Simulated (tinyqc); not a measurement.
Worked calculation: empirical pseudopotential in a few plane waves. One step of it, computed by the program tinyqc.

Problem. Bloch Hamiltonian at G. Basis: the 15 shortest G (labels in 2 pi/a), the same at every k. H(G,G') = c |k + G|^2 delta + VS(|G-G'|^2) cos((G-G').tau) + i VA sin((G-G').tau), tau = a/8 (1,1,1); 1 Ry = 13.605693 eV.

Parameters chosen for this model: fcc lattice, atoms at +/- a/8 (1,1,1); form factors in rydberg at |G|^2 in units of (2 pi/a)^2:
```
parameter                 value      unit
a                      5.900000  angstrom
VS(3)                 -0.227000        Ry
VS(8)                  0.031000        Ry
VS(11)                 0.069000        Ry
VA(3)                  0.076000        Ry
VA(4)                  0.045000        Ry
VA(11)                 0.016000        Ry
hbar^2/2m (2 pi/a)^2   4.320944        eV
```

k point G (2 pi / a): [0, 0, 0]

Give: H(k) at G.

Solution.

H(k) at G (eV):
```
               +0+0+0         -1-1-1         -1-1+1         -1+1-1
+0+0+0          0.000   2.184+0.731i  -2.184+0.731i  -2.184+0.731i
-1-1-1   2.184-0.731i         12.963   0.000-0.612i   0.000-0.612i
-1-1+1  -2.184-0.731i   0.000+0.612i         12.963          0.422
-1+1-1  -2.184-0.731i   0.000+0.612i          0.422         12.963
-1+1+1  -2.184+0.731i         -0.422   0.000+0.612i   0.000+0.612i
+1-1-1  -2.184-0.731i   0.000+0.612i          0.422          0.422
+1-1+1  -2.184+0.731i         -0.422   0.000+0.612i          0.000
+1+1-1  -2.184+0.731i         -0.422          0.000   0.000+0.612i
+1+1+1   2.184+0.731i          0.000         -0.422         -0.422
-2+0+0   0.000-0.612i  -2.184+0.731i  -2.184-0.731i  -2.184-0.731i
+0-2+0   0.000-0.612i  -2.184+0.731i  -2.184-0.731i   0.664-0.154i
+0+0-2   0.000-0.612i  -2.184+0.731i   0.664-0.154i  -2.184-0.731i
+0+0+2   0.000+0.612i  -0.664-0.154i   2.184+0.731i  -0.664+0.154i
+0+2+0   0.000+0.612i  -0.664-0.154i  -0.664+0.154i   2.184+0.731i
+2+0+0   0.000+0.612i  -0.664-0.154i  -0.664+0.154i  -0.664+0.154i

               -1+1+1         +1-1-1         +1-1+1         +1+1-1
+0+0+0  -2.184-0.731i  -2.184+0.731i  -2.184-0.731i  -2.184-0.731i
-1-1-1         -0.422   0.000-0.612i         -0.422         -0.422
-1-1+1   0.000-0.612i          0.422   0.000-0.612i          0.000
-1+1-1   0.000-0.612i          0.422          0.000   0.000-0.612i
-1+1+1         12.963          0.000          0.422          0.422
+1-1-1          0.000         12.963   0.000-0.612i   0.000-0.612i
+1-1+1          0.422   0.000+0.612i         12.963          0.422
+1+1-1          0.422   0.000+0.612i          0.422         12.963
+1+1+1   0.000+0.612i         -0.422   0.000+0.612i   0.000+0.612i
-2+0+0   2.184-0.731i   0.664-0.154i  -0.664-0.154i  -0.664-0.154i
+0-2+0  -0.664-0.154i  -2.184-0.731i   2.184-0.731i  -0.664-0.154i
+0+0-2  -0.664-0.154i  -2.184-0.731i  -0.664-0.154i   2.184-0.731i
+0+0+2  -2.184+0.731i  -0.664+0.154i  -2.184+0.731i   0.664+0.154i
+0+2+0  -2.184+0.731i  -0.664+0.154i   0.664+0.154i  -2.184+0.731i
+2+0+0   0.664+0.154i   2.184+0.731i  -2.184+0.731i  -2.184+0.731i

               +1+1+1         -2+0+0         +0-2+0         +0+0-2
+0+0+0   2.184-0.731i   0.000+0.612i   0.000+0.612i   0.000+0.612i
-1-1-1          0.000  -2.184-0.731i  -2.184-0.731i  -2.184-0.731i
-1-1+1         -0.422  -2.184+0.731i  -2.184+0.731i   0.664+0.154i
-1+1-1         -0.422  -2.184+0.731i   0.664+0.154i  -2.184+0.731i
-1+1+1   0.000-0.612i   2.184+0.731i  -0.664+0.154i  -0.664+0.154i
+1-1-1         -0.422   0.664+0.154i  -2.184+0.731i  -2.184+0.731i
+1-1+1   0.000-0.612i  -0.664+0.154i   2.184+0.731i  -0.664+0.154i
+1+1-1   0.000-0.612i  -0.664+0.154i  -0.664+0.154i   2.184+0.731i
+1+1+1         12.963  -0.664-0.154i  -0.664-0.154i  -0.664-0.154i
-2+0+0  -0.664+0.154i         17.284          0.422          0.422
+0-2+0  -0.664+0.154i          0.422         17.284          0.422
+0+0-2  -0.664+0.154i          0.422          0.422         17.284
+0+0+2  -2.184-0.731i         -0.422         -0.422          0.000
+0+2+0  -2.184-0.731i         -0.422          0.000         -0.422
+2+0+0  -2.184-0.731i          0.000         -0.422         -0.422

               +0+0+2         +0+2+0         +2+0+0
+0+0+0   0.000-0.612i   0.000-0.612i   0.000-0.612i
-1-1-1  -0.664+0.154i  -0.664+0.154i  -0.664+0.154i
-1-1+1   2.184-0.731i  -0.664-0.154i  -0.664-0.154i
-1+1-1  -0.664-0.154i   2.184-0.731i  -0.664-0.154i
-1+1+1  -2.184-0.731i  -2.184-0.731i   0.664-0.154i
+1-1-1  -0.664-0.154i  -0.664-0.154i   2.184-0.731i
+1-1+1  -2.184-0.731i   0.664-0.154i  -2.184-0.731i
+1+1-1   0.664-0.154i  -2.184-0.731i  -2.184-0.731i
+1+1+1  -2.184+0.731i  -2.184+0.731i  -2.184+0.731i
-2+0+0         -0.422         -0.422          0.000
+0-2+0         -0.422          0.000         -0.422
+0+0-2          0.000         -0.422         -0.422
+0+0+2         17.284          0.422          0.422
+0+2+0          0.422         17.284          0.422
+2+0+0          0.422          0.422         17.284
```
